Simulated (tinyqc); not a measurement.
## Slope factor and drain-induced lowering from three currents

Inverse problem. With source and body at 0 V, I = A exp((Vg + dd Vd)/(nf Vt)) (1 - exp(-Vd/Vt)). Find nf, the swing nf Vt ln 10 and dd.

Inputs (values chosen for the exercise): temperature T = 300 K.

Constants: q = 1.602176634e-19 C, kB = 1.380649e-23 J/K, Vt = kB T/q. Results are converted to the units shown.

currents at (Vg, Vd) = (0, 0.05), (0, 0.8) and (0.09, 0.8) V (nA/um): [0.11993499, 3.6961071, 50.645005]

Answer. The pair at equal Vd gives nf; the pair at equal Vg, after dividing out the factors 1 - exp(-Vd/Vt), gives dd.

nf = 1.330
swing = 79.17 mV/decade
dd = 0.1500

tinyqc, about 0.03 s, one thread, Intel Xeon 2.30GHz (shared host): `OMP_NUM_THREADS=1 python tinyqc.py 2242043 2242044 out.jsonl`
